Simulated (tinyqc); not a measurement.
Inside a calculation. Method: Hubbard chain of 2 sites. Computed by tinyqc, a small Python program that keeps every step. Settings: hopping = 1.92, U = 9.3, mixing = 0.2, iteration cap = 74. Command: `OMP_NUM_THREADS=1 python tinyqc.py 25238 25239 out.jsonl` (the two numbers bound the seeds that draw the settings). One thread of a shared host (Intel(R) Xeon(R) Processor @ 2.60GHz), about 0.1 s of CPU time with the checks. Later iterations appear only in the table of the cycle.

## Mean-field iteration 1

one-body matrix (hopping and site energies) (eV):
```
           1          2
1  -0.870000  -1.920000
2  -1.920000   0.280000
```

U = 9.300000 eV

electrons, up and down: 1  1

mixing = 0.200000

n(up) at the start (a guess, not normalised): 1 0.500000, 2 0.500000

n(down) at the start (a guess): 1 0.500000, 2 0.500000

H(up) = T + U n(down), H(down) = T + U n(up); fill the lowest levels; n(new) = n + mixing (n(out) - n); E = tr T (rho up + rho down) + U sum n_up n_down of the output.

levels, up (eV): 2.350748  6.359252

levels, down (eV): 2.350748  6.359252

energy = 0.434219 eV

n(up) after iteration 1: 1 0.528689, 2 0.471311

n(down) after iteration 1: 1 0.528689, 2 0.471311

## Mean-field iteration 2

As before.

levels, up (eV): 2.410422  6.299578

levels, down (eV): 2.410422  6.299578

energy = 0.203074 eV

n(up) after iteration 2: 1 0.538800, 2 0.461200

n(down) after iteration 2: 1 0.538800, 2 0.461200

## Mean-field iteration 3

As before.

levels, up (eV): 2.423093  6.286907

levels, down (eV): 2.423093  6.286907

energy = 0.173327 eV

n(up) after iteration 3: 1 0.542125, 2 0.457875

n(down) after iteration 3: 1 0.542125, 2 0.457875

## Convergence

Each step fills the lowest levels of T + U n(other spin) and sets n(new) = n + mixing (n(out) - n); stop when output and input agree to 1e-8.

Course of the cycle:
```
iteration      E (eV)  largest |n(out) - n(in)|  mean |n_up - n_down|
1          0.43421914                  1.43e-01              0.000000
2          0.20307369                  5.06e-02              0.000000
3          0.17332705                  1.66e-02              0.000000
4          0.17008377                  5.38e-03              0.000000
5          0.16974403                  1.73e-03              0.000000
6          0.16970882                  5.56e-04              0.000000
7          0.16970518                  1.79e-04              0.000000
8          0.16970481                  5.74e-05              0.000000
9          0.16970477                  1.84e-05              0.000000
10         0.16970477                  5.92e-06              0.000000
11         0.16970477                  1.90e-06              0.000000
12         0.16970477                  6.10e-07              0.000000
13         0.16970477                  1.96e-07              0.000000
14         0.16970477                  6.30e-08              0.000000
15         0.16970477                  2.02e-08              0.000000
16         0.16970477                  6.49e-09              0.000000
```

local moments n_up - n_down: 1 0.000000, 2 0.000000

Converged in 16 iterations. But random starts reach -1.39325 eV, so this is another stationary point, not the lowest one. Reruns (cap 100 unless said): mixing 0.5: converged in 47 to a higher stationary point (E = 0.16970); mixing 0.9: not converged. Before convergence this energy mixes input and output and is not variational, so it may rise towards its limit.

## The many-body Hamiltonian

Basis: all placements (u, d, 2, 0 on each site), up operators ordered before down ones; hops carry the sign of the same-spin electrons passed.

H (eV), lower triangle:
```
           20         ud         du        02
20   7.560000
ud  -1.920000  -0.590000
du  -1.920000   0.000000  -0.590000
02   0.000000  -1.920000  -1.920000  9.860000
```

## Exact diagonalisation (4 states)

Lowest levels of the sector, and the double occupancy of the lowest state.

lowest levels (eV): -1.984881  -0.590000  8.128208  10.686673

double occupancy per site = 0.058879

The mean-field solution above lies 2.1546 eV above the exact energy.
